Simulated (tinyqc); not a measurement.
# Double-gate transistor, scale length and short-channel effects: several studies

A body of thickness ts between two insulators of thickness ti and two tied gates. Below threshold the potential that source and drain add obeys Laplace's equation and vanishes on the gate. Its lowest mode decays along the channel as exp(-k y); k is the smallest positive root of the matching condition at the interface, and the scale length is Lambda = pi/k.

Values chosen for this exercise; permittivities: semiconductor made up, insulator close to that of silicon dioxide:
- T = 273 K (temperature)
- eps_r = 15.5 (relative permittivity of the semiconductor)
- ei = 3.99 (relative permittivity of the insulator)
- ti = 2.5 nm (insulator thickness)
- ts = 3.1 nm (body thickness)
- L = 41 nm (channel length)
- Vbi = 0.9 V (potential of the source)
- sT = 0.45 V (potential of the barrier top at threshold)
- Vds = 0.6 V (drain voltage)

Constants: q = 1.602176634e-19 C, kB = 1.380649e-23 J/K, Vt = kB T/q. Results are converted to the units shown.

Each table varies one quantity; the others keep the values above.

## Effect of the channel length

k is the smallest positive root of f(k) = ei cos(k ti) cos(k ts/2) - eps_r sin(k ti) sin(k ts/2). Along the channel psi(y) = s + a exp(y/l) + b exp(-y/l) with psi(0) = Vbi, psi(L) = Vbi + Vds and l = 1/k = Lambda/pi; with A = Vbi - s, B = A + Vds, x = exp(-L/l): a = (B - A x) x/(1 - x^2), b = (A - B x)/(1 - x^2). The minimum is s + 2 sqrt(a b), at y = (l/2) ln(b/a). The long-channel potential follows the gate as s = sT + (Vg - VTL)/m, and the threshold VT is the gate voltage at which the minimum equals sT. Swing = m Vt ln 10/g at threshold, g = d(minimum)/ds = 1 - (b x + a)/((1 + x) sqrt(a b)). DIBL = [VT(0.05 V) - VT(Vds)]/(Vds - 0.05 V). sT and Vbi are held fixed; m = 1.

The same in every row: Lambda (nm) = 13.291.

Effect of the channel length:
```
L (nm),L/Lambda,VT - VTL at Vds = 0.05 V (mV),VT - VTL at Vds (mV),DIBL (mV/V),swing (mV/decade)
15,1.1286,-233.92,-346.53,204.74,82.702
17,1.2791,-169.73,-250.56,146.97,74.943
21,1.5800,-94.440,-138.60,80.299,65.794
25,1.8810,-55.015,-80.397,46.149,60.969
30,2.2572,-29.025,-42.267,24.076,57.769
35,2.6334,-15.656,-22.751,12.900,56.115
42,3.1600,-6.7218,-9.7529,5.5110,55.006
50,3.7619,-2.5890,-3.7537,2.1175,54.491
60,4.5143,-0.79109,-1.1466,0.64633,54.268
```

What does the table show?

From L = 15 to 60 nm, DIBL falls from 205 to 0.646 mV/V and the swing falls from 82.7 to 54.3 mV a decade (long-channel value 54.2). Between the last two rows the threshold shift at Vds decays with a length of 8.43 nm, against 2 Lambda/pi = 8.46 nm for a shift that goes as exp(-pi L/(2 Lambda)). DIBL first drops below 100 mV/V at L = 21 nm among the rows, L/Lambda = 1.6. For L = 15 to 17 nm L is under 1.5 Lambda, where higher modes, left out of the one-mode potential, count. In every row the semiconductor is under 4 nm thick, where quantum confinement shifts the threshold.

## Effect of the insulator thickness

Same model as above.

Effect of the insulator thickness:
```
ti (nm),Lambda (nm),L/Lambda,VT - VTL at Vds (mV),DIBL (mV/V),swing (mV/decade)
0.83,7.708,5.319,-0.3236,0.1824,54.20
1.1,8.777,4.671,-0.8960,0.5050,54.25
1.4,9.861,4.158,-2.009,1.133,54.34
1.8,11.19,3.665,-4.373,2.468,54.54
2.4,13.00,3.153,-9.861,5.572,55.01
3.1,14.95,2.742,-19.08,10.81,55.80
4,17.29,2.372,-34.93,19.86,57.15
```

What does the table show?

As ti goes from 0.83 to 4 nm, Lambda rises from 7.71 to 17.3 nm, DIBL rises from 0.182 to 19.9 mV/V and the swing rises from 54.2 to 57.1 mV a decade. On average Lambda goes as ti^(0.51). In every row the semiconductor is under 4 nm thick, where quantum confinement shifts the threshold.

## Effect of the relative permittivity of the insulator

Same model as above.

Results:
```
ei,Lambda (nm),L/Lambda,VT - VTL at Vds (mV),DIBL (mV/V),swing (mV/decade)
3.9,13.42,3.055,-11.53,6.518,55.16
5.7,11.49,3.569,-5.090,2.873,54.61
8.5,9.874,4.152,-2.027,1.143,54.34
18,7.758,5.285,-0.3414,0.1924,54.20
27,6.992,5.864,-0.1375,0.07747,54.18
40,6.437,6.370,-0.06208,0.03499,54.17
```

Estimate the missing row, ei = 12.

Computed row:
```
ei,Lambda (nm),L/Lambda,VT - VTL at Vds (mV),DIBL (mV/V),swing (mV/decade)
12,8.772,4.674,-0.8916,0.5026,54.25
```

With this row back in the table: As ei goes from 3.9 to 40, Lambda falls from 13.4 to 6.44 nm, DIBL falls from 6.52 to 0.0350 mV/V and the swing falls from 55.2 to 54.2 mV a decade. On average Lambda goes as ei^(-0.32). In every row the semiconductor is under 4 nm thick, where quantum confinement shifts the threshold.

Numbers from tinyqc (`OMP_NUM_THREADS=1 python tinyqc.py 2420163 2420164 out.jsonl`; about 0.01 s on one thread of a shared Intel Xeon 2.30GHz).
